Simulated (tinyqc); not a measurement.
Liquidus of a compound AB in a simple-solution melt, liquid-phase epitaxy and vapour pressures: one step, computed by the program tinyqc.

x is the atom fraction of B in the melt. The melt is a simple solution: R T ln gamma_B = W (1 - x)^2, R T ln gamma_A = W x^2, W = a + b T. The solid AB is stoichiometric.

Question. Layer thickness. Semi-infinite melt (Hsieh): step d = 2 dT sqrt(D t/pi)/(C_S m); ramp d = (4/3) c sqrt(D/pi) t^(3/2)/(C_S m); supercooling is their sum. A melt of depth w can give at most w (undercooling)/(C_S m).

Inputs (values chosen for the exercise, modelled on GaSb for the melt):
```
quantity                    value    unit
saturation temperature T      626       K
step dT                       3.1       K
cooling rate c               0.37   K/min
growth time t                0.42     min
diffusivity in the melt D  0.0001  cm^2/s
melt depth w                  3.3      mm
```

Growth programme: supercooling (step, then ramp).

C_S = 1.765733e+22 1/cm^3

slope m = 5.070285e-19 K cm^3

Give: thickness d; largest thickness from this melt; sqrt(D t)/w.

Answer.

thickness d = 0.2027 micrometre

largest thickness from this melt = 1.200 micrometre

sqrt(D t)/w = 0.1521

The layer uses 17 % of what the melt could give.
